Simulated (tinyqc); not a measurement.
Composition and strain of an epitaxial Si(1-x)Ge(x) layer from Raman and X-ray peaks: one step, computed by the program tinyqc. Command: `OMP_NUM_THREADS=1 python tinyqc.py 3002290 3002291 out.jsonl epiraman walk`. One thread of a shared host (Intel(R) Xeon(R) Processor @ 2.30GHz), about 0.01 s of CPU time with the checks.

A (001) layer, biaxially strained in the plane. The Raman peaks follow empirical lines omega = w0 + c1 x + c3 x^3 + b eps (c3 for Si-Ge alone), with eps the in-plane strain.

Problem. X-ray (004) reflection. Bragg angle theta = arcsin(2 lambda/a) for (004), for the substrate with a_sub and the layer with a_perp; separation in arc seconds.

Inputs (values chosen for the exercise, modelled on silicon-germanium): X-ray wavelength = 1.540598 angstrom.

Substrate: silicon.

substrate constant a_sub = 5.431 angstrom

a_perp = 5.555211 angstrom

Give: theta of the substrate; theta of the layer; separation, layer less substrate.

Solution.

theta of the substrate = 34.56 degree

theta of the layer = 33.69 degree

separation, layer less substrate = -3161 arcsec
